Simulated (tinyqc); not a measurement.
Electron continuity equation in a given potential, Scharfetter-Gummel discretisation: one step of the calculation.

Steady state in one dimension: J = q mu n E + q D dn/dx with E = -dpsi/dx and D = mu Vt, dJ/dx = q (n/tau - G), fixed densities nL and nR at the ends. The potential is given, psi = U x/L, and is not changed by the electrons.

Problem. Densities and current. B(d) = d/(exp(d) - 1) with d_i = (psi_(i+1) - psi_i)/Vt; b and f are the diagonal and right side of the balance equations. Solve B(-d_(i-1)) n_(i-1) + b_i n_i + B(d_i) n_(i+1) = f_i (end values already in f), then J_i = (q D/h) [n_(i+1) B(d_i) - n_i B(-d_i)], h = L/9, D = mu Vt.

Values chosen for this exercise; mobility close to that of silicon at room temperature:
- T = 450 K (temperature)
- mu = 1330 cm^2/(V s) (electron mobility)
- L = 0.29 um (length of the region)
- nL = 1.3e14 cm^-3 (density at x = 0)
- nR = 0 cm^-3 (density at x = L)

Constants: q = 1.602176634e-19 C, kB = 1.380649e-23 J/K, Vt = kB T/q. Results are converted to the units shown.

```
interval      B(d_i)    B(-d_i)
0         0.80044812  1.2302451
1         0.80044812  1.2302451
2         0.80044812  1.2302451
3         0.80044812  1.2302451
4         0.80044812  1.2302451
5         0.80044812  1.2302451
6         0.80044812  1.2302451
7         0.80044812  1.2302451
8         0.80044812  1.2302451
```

```
node  diagonal b  right side f (cm^-3)
1     -2.3267432         -1.7422515e14
2     -2.3267432         -1.4293293e13
3     -2.3267432         -1.4293293e13
4     -2.3267432         -1.4293293e13
5     -2.3267432         -1.4293293e13
6     -2.3267432         -1.4293293e13
7     -2.3267432         -1.4293293e13
8     -2.3267432         -1.4293293e13
```

Find: n; J.

Solution.

n, node 0 to 9 (cm^-3): 1.300e14  1.050e14  8.755e13  7.527e13  6.637e13  5.938e13  5.273e13  4.417e13  2.950e13  0
J, interval 0 to 8 (A/cm^2): -194.6  -151.5  -121.7  -101.2  -87.5  -79.1  -75.7  -78.8  -93.1

Program tinyqc, `OMP_NUM_THREADS=1 python tinyqc.py 2220120 2220121 out.jsonl`; Intel Xeon 2.30GHz, shared host, one thread, about 0.01 s.
